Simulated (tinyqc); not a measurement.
Along the channel and with depth: stress in a transistor channel from embedded alloy regions, liners and fins, by half-space elasticity. Computed by tinyqc, a small Python program. Command: `OMP_NUM_THREADS=1 python tinyqc.py 3031289 3031290 out.jsonl stressor walk`. One thread of a shared host (Intel(R) Xeon(R) Processor @ 2.30GHz), about 0.01 s of CPU time with the checks.

Plane strain in an isotropic half-space, the same constants everywhere; x along the channel from its centre, y downwards from the free surface; stress is positive in tension.

Inputs (values chosen for the exercise, modelled on silicon):
```
quantity,value,unit
alloy fraction x,0.26,-
"lattice change per unit x, beta",0.0414,-
Young's modulus E,163,GPa
Poisson ratio nu,0.24,-
channel length L,40,nm
length of each stressor S,110,nm
recess depth d,40,nm
depth of the field point y,2.2,nm
```

Stressor: Si(1-x)Ge(x) source and drain.

Method. Misfit e = beta x. A fully constrained inclusion holds the stress -p with p = E e/(1 - 2 nu); a blanket film would hold -E e/(1 - nu) in the plane. A line element dA of misfit at (a, c) in the half-space gives, with C = E e/(2 pi (1 - nu)), X = x - a, r1^2 = X^2 + (y - c)^2, r2^2 = X^2 + Y^2, Y = y + c: s_xx = -C dA {[X^2 - (y - c)^2]/r1^4 + 3 [X^2 - Y^2]/r2^4 + 4 y Y (Y^2 - 3 X^2)/r2^6}, s_yy = C dA {[X^2 - (y - c)^2]/r1^4 - [X^2 - Y^2]/r2^4 + 4 y Y (Y^2 - 3 X^2)/r2^6}. These are integrated over two rectangles, L/2 < |a| < L/2 + S, 0 < c < d (closed form in a, 200 Gauss-Legendre points in c).

misfit e = 0.010764

Stress (MPa):
```
2x/L,s_xx at y,s_yy at y,s_xx at d/2,s_xx at 1.5 d
0.0,-2120.1,-1.239,-781.94,221.26
0.2,-2115.0,-0.827,-790.28,225.73
0.4,-2092.6,0.922,-818.51,239.28
0.6,-2021.5,7.642,-873.96,261.92
0.8,-1785.4,57.944,-960.74,292.61
```

Near the surface s_xx changes by -16 % from the centre to 2x/L = 0.8. At the centre, s_xx at half the recess depth is 0.37 of its value at y, and below the recess -0.10. An element acts with the sign of X^2 - (y - c)^2, so its direct term reverses where the offset in depth exceeds the lateral distance, and the image terms that amplify the stress near the surface fade with depth.
